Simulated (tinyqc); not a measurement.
Anisotropic elasticity and sound waves of a cubic crystal: one step, computed by the program tinyqc. Command: `OMP_NUM_THREADS=1 python tinyqc.py 3016634 3016635 out.jsonl cubicelastic walk`. One thread of a shared host (Intel(R) Xeon(R) Processor @ 2.30GHz), about 0.01 s of CPU time with the checks.

Voigt order 1..6 = xx, yy, zz, yz, xz, xy, with engineering shear strains. The rotated frame has x' as named, z' along the wafer normal and y' = z' x x'.

Problem. Sound waves along the wave normal. In the cube axes, with unit normal n: G_ij = (C12 + C44) n_i n_j + (C44 - H n_i^2) delta_ij, eigenvalues rho v^2, eigenvectors u (columns, largest component positive). Group velocity V_i = [(C12 + C44)(u.n) u_i + C44 n_i - H u_i^2 n_i]/(rho v); its angle to n has cosine v/|V|.

Inputs (values chosen for the exercise, for a model crystal): C12 = 173 GPa; C44 = 141 GPa; density rho = 8.55 g/cm^3.

Frame: (001) wafer, x' along [210].

wave normal (not normalised): 1  2.5  1.2

H = 235 GPa

Give: Christoffel matrix; phase velocities; polarisations; group speeds; angles between V and n.

Solution.

Christoffel matrix (GPa):
```
        x       y       z
x  150.09   90.33   43.36
y   90.33  197.82  108.40
z   43.36  108.40  154.09
```

phase velocities (m/s): 2536.9  3575.9  6284.2

polarisations:
```
       slow      fast  longitudinal
x  -0.39503   0.79265       0.46438
y   0.70082  -0.06681       0.71020
z  -0.59397  -0.60600       0.52912
```

group speeds (m/s): 3334.6  4033.4  6525.6

angles between V and n (degree): 40.467  27.557  15.633

Energy flows off the wave normal by up to 40.5 degrees, for the slow transverse wave.
